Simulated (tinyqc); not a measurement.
Mesh and choice of bands: charge neutrality level from zone-averaged pseudopotential bands.

Empirical pseudopotential on the fcc lattice, atoms at +/- tau, tau = a (1,1,1)/8, no spin-orbit coupling. H(G,G') = c (2 pi/a)^2 |k + G|^2 delta + VS(q) cos(q.tau) + i VA(q) sin(q.tau), q = G - G', c = hbar^2/2m0; k and G in units of 2 pi/a; VS at |q|^2 = 3, 8, 11 and VA at 3, 4, 11, in rydberg, zero elsewhere. At each k the basis holds all G with |k + G|^2 up to 16; energies are counted from the fourth level at Gamma.

Mesh: k = sum_i (n_i + 1/2)/N b_i, n_i = 0 ... N - 1, b = (-1,1,1), (1,-1,1), (1,1,-1); points with the same sorted |kx|, |ky|, |kz| after folding to the shortest k + G are joined, with their count as weight. Neutrality (branch-point) level: E_N = (1/2) mean over k of [E5 + (E3 + E4)/2], E_n the n-th level from below.

Constants: hbar^2/2m0 = 3.80998211 eV angstrom^2; Ry = 13.60569312 eV.

Inputs chosen for the exercise (out of a larger set: classic local form factors of the size used for GaP, without spin-orbit coupling; not measured data): a = 5.449 angstrom (lattice constant); VS = (-0.224, 0.031, 0.069) Ry (symmetric form factors); VA = (0.119, 0.07, 0.021) Ry (antisymmetric form factors).

E_N with E5 alone, and with (E5 + E6)/2 in its place.

Results:
```
N  joined points  E_N (eV)  E_N, two conduction bands (eV)
1              1    0.8393                          1.5520
2              2    0.6538                          1.3404
3              6    0.9093                          1.2746
4             10    0.8801                          1.2796
5             19    0.8858                          1.2708
```

What does the comparison show, and why?

For scale, the lowest gap of this set is 2.21 eV. Against N = 5 the errors are -47, -232, +24 and -6 meV for N = 1 to 4 (N = 1 is the L point alone). Taking the second conduction band in moves E_N by +0.38 eV, more than the mesh error at N = 2: the definition, not the mesh, limits the estimate. Local form factors place the indirect gaps only to a few tenths of an eV, and E_N moves with them.

Program tinyqc; command `OMP_NUM_THREADS=1 python tinyqc.py 1850468 1850469 out.jsonl`; about 0.09 s on one thread of a shared Intel(R) Xeon(R) Processor @ 2.30GHz.
